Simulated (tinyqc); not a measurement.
# Thin-body transistor below threshold, two-dimensional Poisson equation on a small mesh: what changes with what

A thin body on a thick buried insulator of low permittivity, taken as carrying no normal field at the bottom of the body (row 0). Mobile charge is neglected (subthreshold), the body is fully depleted, and potentials are counted from the intrinsic level; rows run upward to the gate, columns from source to drain.

Values chosen for this exercise; semiconductor permittivity made up:
- T = 300 K (temperature)
- eps_r = 11.6 (relative permittivity of the semiconductor)
- eox = 25 (relative permittivity of the insulator)
- tb = 8 nm (body thickness)
- tox = 3.7 nm (insulator thickness)
- L = 37 nm (channel length)
- Na = 5.2e17 cm^-3 (acceptor density of the depleted body)
- Vbi = 0.49 V (potential of the source)
- Vfb = 0.09 V (gate offset)
- Vg = 0.1 V (gate voltage)
- Vd = 0.3 V (drain voltage)

Constants: q = 1.602176634e-19 C, kB = 1.380649e-23 J/K, Vt = kB T/q, eps0 = 8.8541878128e-14 F/cm where lengths are in cm. Results are converted to the units shown.

Each table varies one quantity; the others keep the values above.

## Refining the mesh

The mesh has 2 c steps in the semiconductor (rows from 0 up to the interface), c steps in the insulator and 8 c along the channel, each uniform. Box integration, divided by eps0: up_i = eps hy/h of the interval above row i, dn_i = that of the interval below (0 for row 0), lat_i = (sum of eps h/2 over the intervals above and below)/hy, s_i = -q Na w_i hy/eps0 with w_i the semiconductor height of the box (hs/2 for row 0 and the interface row, hs between, 0 in the insulator). Each free node obeys (up + dn + 2 lat) psi = up psi(above) + dn psi(below) + lat [psi(left) + psi(right)] + s. Fixed values: gate row Vg - Vfb; column 0 at Vbi and the last column at Vbi + Vd in the semiconductor, each running linearly to Vg - Vfb across the insulator. The system is solved directly; psi is read on row 0 at mid-channel.

Refining the mesh:
```
c   unknowns  psi at mid-channel (V)  d psi/dVg
1         21                0.076736    0.84218
2         90                0.067925    0.85565
3        207                0.066265    0.85819
4        372                0.065682    0.85908
6        846                0.065265    0.85972
8       1512                0.065119    0.85994
12      3420                0.065015    0.86010
```

Read the table: what changes, and by how much?

psi at mid-channel goes from 0.07674 V on the coarsest mesh to 0.06502 V on the finest, a difference of 12 mV. d psi/dVg changes by 0.013 from c = 1 to 2, by 0.0034 from 2 to 4 and by 8.6e-4 from 4 to 8, a ratio of 4.0 between the last two, near the 4 of a second-order scheme.

## Effect of the channel length

Mesh: rows i = 0..12 in the semiconductor (step hs = tb/12, row 12 on the interface), then 8 step(s) ho = tox/8 up to the gate row 20; columns j = 0..80 (step hy = L/80). The system is solved directly. On row 0 the minimum of psi and its place come from a parabola through the three lowest nodes; barrier = Vbi - minimum, swing = Vt ln 10/(d psi/dVg), DIBL = (d psi/dVd)/(d psi/dVg) there. Lambda = pi/k with k the smallest positive root of tan(k tox) tan(k tb) = eox/eps_r.

Result of one run:
```
L (nm)  L/Lambda  barrier (V)  place y/L  swing (mV/decade)  DIBL (mV/V)
26         1.315       0.3075     0.4388              89.83        190.7
```

What becomes of these results when the channel length L is changed from 26 to 69 nm, all else the same?

Result of the changed run:
```
L (nm)  L/Lambda  barrier (V)  place y/L  swing (mV/decade)  DIBL (mV/V)
69         3.489       0.5100     0.4788              60.22        4.468
```

The whole series:
```
L (nm)  L/Lambda  barrier (V)  place y/L  swing (mV/decade)  DIBL (mV/V)
18        0.9102       0.1486     0.3919              149.8        514.8
22         1.113       0.2363     0.4225              109.1        302.7
26         1.315       0.3075     0.4388              89.83        190.7
32         1.618       0.3846     0.4526              75.61        103.1
39         1.972       0.4404     0.4620              67.87        53.89
47         2.377       0.4763     0.4688              63.69        26.96
57         2.882       0.4986     0.4743              61.34        11.77
69         3.489       0.5100     0.4788              60.22        4.468
```

As L goes from 18 to 69 nm, the barrier rises from 0.149 to 0.510 V, the swing falls from 150 to 60.2 mV a decade and DIBL falls from 515 to 4.47 mV/V; the ideal swing is 59.5. L/Lambda goes from 0.91 to 3.5. Between the last two rows DIBL decays with a length of 12.4 nm; 2 Lambda/pi is 12.6 nm. At L = 18 nm the barrier is under 6 Vt, so mobile charge, neglected here, begins to count.

## Effect of the acceptor density of the depleted body

Same model as above.

Results:
```
Na (cm^-3)  L/Lambda  barrier (V)  place y/L  swing (mV/decade)  DIBL (mV/V)
0              1.871       0.3944     0.4579              69.56        63.82
5e17           1.871       0.4261     0.4597              69.53        64.49
1e18           1.871       0.4578     0.4614              69.50        65.12
3e18           1.871       0.5849     0.4669              69.43        67.21
5e18           1.871       0.7120     0.4711              69.38        68.82
```

Estimate the missing row, Na = 2e18 cm^-3.

Computed row:
```
Na (cm^-3)  L/Lambda  barrier (V)  place y/L  swing (mV/decade)  DIBL (mV/V)
2e18           1.871       0.5213     0.4644              69.46        66.24
```

With this row back in the table: As Na goes from 0 to 5e18 cm^-3, the barrier rises from 0.394 to 0.712 V, the swing stays near 69.5 mV a decade and DIBL rises from 63.8 to 68.8 mV/V; the ideal swing is 59.5. The barrier top moves from y/L = 0.458 to 0.471, towards the middle.

Computed by the program tinyqc: `OMP_NUM_THREADS=1 python tinyqc.py 2480015 2480016 out.jsonl`, one thread of a shared Intel Xeon 2.30GHz, about 0.1 s for the whole run.
